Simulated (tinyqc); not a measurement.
Inside a calculation. Method: RKS/exchange-only LDA in the sto-3g basis, for BeH2, spin multiplicity 1. One step of it, computed by the program tinyqc.

Problem. Orthogonalisation. S = U s U^T; symmetric (Loewdin) form X = U s^(-1/2) U^T, so that X^T S X = 1.

overlap S, order 1Be 1s, 1Be 2s, 1Be 2px, 1Be 2py, 1Be 2pz, 2H 1s, 3H 1s:
$$\begin{pmatrix}
1.000000 & 0.259517 & 0.000000 & 0.000000 & 0.000000 & 0.019310 & 0.016660 \\
0.259517 & 1.000000 & 0.000000 & 0.000000 & 0.000000 & 0.255187 & 0.237000 \\
0.000000 & 0.000000 & 1.000000 & 0.000000 & 0.000000 & 0.000000 & 0.000000 \\
0.000000 & 0.000000 & 0.000000 & 1.000000 & 0.000000 & 0.337454 & -0.317218 \\
0.000000 & 0.000000 & 0.000000 & 0.000000 & 1.000000 & 0.000000 & 0.000000 \\
0.019310 & 0.255187 & 0.000000 & 0.337454 & 0.000000 & 1.000000 & 0.002269 \\
0.016660 & 0.237000 & 0.000000 & -0.317218 & 0.000000 & 0.002269 & 1.000000
\end{pmatrix}$$

Give: eigenvalues of S; X.

Solution.

eigenvalues of S: [0.533, 0.582, 0.976, 1.000, 1.000, 1.440, 1.469]

X, order 1Be 1s, 1Be 2s, 1Be 2px, 1Be 2py, 1Be 2pz, 2H 1s, 3H 1s:
$$\begin{pmatrix}
1.028 & -0.144 & 0.000 & -0.001 & 0.000 & 0.018 & 0.017 \\
-0.144 & 1.080 & 0.000 & 0.006 & 0.000 & -0.144 & -0.131 \\
0.000 & 0.000 & 1.000 & 0.000 & 0.000 & 0.000 & 0.000 \\
-0.001 & 0.006 & 0.000 & 1.096 & 0.000 & -0.198 & 0.184 \\
0.000 & 0.000 & 0.000 & 0.000 & 1.000 & 0.000 & 0.000 \\
0.018 & -0.144 & 0.000 & -0.198 & 0.000 & 1.079 & -0.024 \\
0.017 & -0.131 & 0.000 & 0.184 & 0.000 & -0.024 & 1.068
\end{pmatrix}$$
